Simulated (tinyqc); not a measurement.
Gate-all-around wire, scale length and short-channel effects: effect of the insulator thickness.

A round wire of diameter ts in an insulator shell of thickness ti under a surrounding gate. Below threshold the potential that source and drain add obeys Laplace's equation and vanishes on the gate. Its lowest mode decays along the channel as exp(-k y); k is the smallest positive root of the matching condition at the interface, and the scale length is Lambda = pi/k.

k is the smallest positive root of f(k) = ei J0(u)[J1(u) Y0(v) - Y1(u) J0(v)] - eps_r J1(u)[J0(u) Y0(v) - Y0(u) J0(v)], u = k ts/2, v = u + k ti. Along the channel psi(y) = s + a exp(y/l) + b exp(-y/l) with psi(0) = Vbi, psi(L) = Vbi + Vds and l = 1/k = Lambda/pi; with A = Vbi - s, B = A + Vds, x = exp(-L/l): a = (B - A x) x/(1 - x^2), b = (A - B x)/(1 - x^2). The minimum is s + 2 sqrt(a b), at y = (l/2) ln(b/a). The long-channel potential follows the gate as s = sT + (Vg - VTL)/m, and the threshold VT is the gate voltage at which the minimum equals sT. Swing = m Vt ln 10/g at threshold, g = d(minimum)/ds = 1 - (b x + a)/((1 + x) sqrt(a b)). DIBL = [VT(0.05 V) - VT(Vds)]/(Vds - 0.05 V). sT and Vbi are held fixed; m = 1.

Parameters, values chosen for the exercise; permittivities: semiconductor close to that of In0.53Ga0.47As, insulator close to that of zirconium oxide:
```
symbol,value,unit,meaning
T,350,K,temperature
eps_r,13.9,,relative permittivity of the semiconductor
ei,26,,relative permittivity of the insulator
ts,4,nm,wire diameter
L,22,nm,channel length
Vbi,1,V,potential of the source
sT,0.61,V,potential of the barrier top at threshold
Vds,0.8,V,drain voltage
```

Constants: q = 1.602176634e-19 C, kB = 1.380649e-23 J/K, Vt = kB T/q. Results are converted to the units shown.

Effect of the insulator thickness:
```
ti (nm)  Lambda (nm)  L/Lambda  VT - VTL at Vds (mV)  DIBL (mV/V)  swing (mV/decade)
2.1            4.675     4.706               -0.8410       0.4396              69.55
2.7            5.472     4.021                -2.473        1.293              69.74
3.5            6.559     3.354                -7.103        3.721              70.28
4.5            7.925     2.776                -17.92        9.424              71.55
5.9            9.828     2.239                -43.38        22.98              74.49
7.6            12.12     1.815                -90.11        48.26              79.78
9.9            15.19     1.448                -178.9        97.23              89.56
```

What does the comparison show?

As ti goes from 2.1 to 9.9 nm, Lambda rises from 4.68 to 15.2 nm, DIBL rises from 0.440 to 97.2 mV/V and the swing rises from 69.5 to 89.6 mV a decade. On average Lambda goes as ti^(0.76). At ti = 9.9 nm L is under 1.5 Lambda, where higher modes, left out of the one-mode potential, count.

Numbers from tinyqc (`OMP_NUM_THREADS=1 python tinyqc.py 2420099 2420100 out.jsonl`; about 0.01 s on one thread of a shared Intel Xeon 2.30GHz).
